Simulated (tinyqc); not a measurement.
# Changing the unlike repulsion lambda

Model: Born-Mayer model of an ionic crystal AB. Computed by tinyqc, a small Python program. Command: `OMP_NUM_THREADS=1 python tinyqc.py 3000490 3000491 out.jsonl bornmayer sweep`. One thread of a shared host (Intel(R) Xeon(R) Processor @ 2.30GHz), about 0.02 s of CPU time with the checks.

Energies are per ion pair and r is the nearest distance of unlike ions.

Inputs (values chosen for the exercise, for a model salt):
```
quantity,value,unit
ionic charge z,2,-
range rho,0.344,angstrom
like repulsion lambda2,199,eV
dispersion C between like ions,95,eV angstrom^6
```

Structure: caesium chloride. Short range: with like-ion terms.

Constants: e^2/(4 pi eps_0) = 14.39964548 eV angstrom; 1 eV/angstrom^3 = 160.2176634 GPa.

Method:
- Madelung constant M, unlike neighbours z1, like neighbours z2 at f r, volume per pair: rock salt 1.747565, 6, 12, sqrt2, 2 r^3; caesium chloride 1.762675, 8, 6, 2/sqrt3, 8 r^3/(3 sqrt3); zinc blende 1.638055, 4, 12, sqrt(8/3), 16 r^3/(3 sqrt3).
- U(r) = -M z^2 e^2/(4 pi eps_0 r) + z1 lambda exp(-r/rho) + z2 [lambda2 exp(-f r/rho) - C/(f r)^6] (one mean like-ion term for both sublattices).
- Newton steps on g(r) = U'(r), from r = 9 rho: r(new) = r - U'(r)/U''(r), with the move limited to 0.3 angstrom. Where U'' is negative, move 0.3 angstrom downhill. Stop when |U'| is below 1e-9.
- B = U''(r0)/(9 c r0), with the volume written as c r^3.

One run for each value:
```
unlike repulsion lambda (eV),equilibrium distance r0 (angstrom),lattice energy U (eV per pair),bulk modulus B (GPa)
530,2.0991,-40.648,237.74
890,2.3950,-36.538,179.61
1500,2.6581,-33.429,137.55
2600,2.9187,-30.810,106.91
4300,3.1479,-28.818,86.85
7400,3.3884,-26.986,70.79
```

Over the rows, equilibrium distance r0 (angstrom) rises from 2.10 to 3.39 (exponent d ln y / d ln x 0.25 between the first rows and 0.14 between the last); lattice energy U (eV per pair) rises from -40.6 to -27.0 (exponent d ln y / d ln x -0.21 between the first rows and -0.12 between the last); bulk modulus B (GPa) falls from 238 to 70.8 (exponent d ln y / d ln x -0.54 between the first rows and -0.38 between the last). B falls as r0^-2.58 on average; the Coulomb scale alone gives r0^-4, and the factor (r0/rho - 2), exact for nearest-neighbour repulsion alone, softens it. Left out: 180, 310 (no root in the searched range).
